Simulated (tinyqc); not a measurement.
# Which input was changed?

Model: donor or exciton in a quantum well (variational effective-mass method). Computed by tinyqc, a small Python program. Command: `OMP_NUM_THREADS=1 python tinyqc.py 3026749 3026750 out.jsonl welldonor which`. One thread of a shared host (Intel(R) Xeon(R) Processor @ 2.30GHz), about 0.3 s of CPU time with the checks.

H = -nabla^2 - 2/|r - r_i| + V(z) in effective units; trial function psi = f(z) exp(-|r - r_i|/lambda), f the ground state of the well. Mass and screening are the same in well and barrier; l = L/a* is the width in effective units. Bands are flat: no polarisation or applied field.

Inputs (values chosen for the exercise, for a model semiconductor): electron mass m = 0.0916 m_0; dielectric constant eps = 7.38; well width L = 1.9 nm; donor position z_i/L from the centre = 0.4.

Centre: donor. Barriers: infinite.

Constants: Ry = 13.605693123 eV; a_0 = 0.529177210903 angstrom.

Method:
- Ry* = Ry m/eps^2, a* = a_0 eps/m; l = L/a*.
- k = pi/l; f = cos(k z) inside and zero outside; subband energy k^2 Ry*.
- Binding E_b(lambda) = -1/lambda^2 + 4 A/(lambda B), with A = int f^2 exp(-2 s/lambda) dz, B = int f^2 exp(-2 s/lambda)(1 + 2 s/lambda) dz and s = |z - z_i|; 40 Gauss-Legendre points on each piece between the walls at z = -l/2 and l/2 and z_i.
- Golden-section search for the maximum over lambda from 0.3 to 4, 40 steps.

Task: One of these inputs alone was changed, within the range given: electron mass m (0.0458 to 0.1832); dielectric constant eps (3.69 to 14.76); well width L (0.95 to 3.8); donor position z_i/L from the centre (0.2 to 0.5). Which one, and to what value?

Results:
```
run     subband energy (meV)  binding in Ry*  binding energy (meV)
before              1137.156        2.021849              46.26495
after                631.316        1.791921              41.00363
```

Result:

Each candidate set to reproduce subband energy, and what it then gives:
```
candidate                               range searched  value needed  binding in Ry*  binding energy (meV)
electron mass m (m_0)                 0.0458 to 0.1832        0.1650          1.5726                64.818
dielectric constant eps                  3.69 to 14.76     no effect               -                     -
well width L (nm)                          0.95 to 3.8         2.550          1.7919                41.004
donor position z_i/L from the centre        0.2 to 0.5     no effect               -                     -
```

Only well width L fits every result: it went from 1.9 to 2.55 nm. The next best candidate, electron mass m, misses one result by 58 %.

Caution: so narrow a well has large confinement energy, where non-parabolicity and barrier penetration matter.
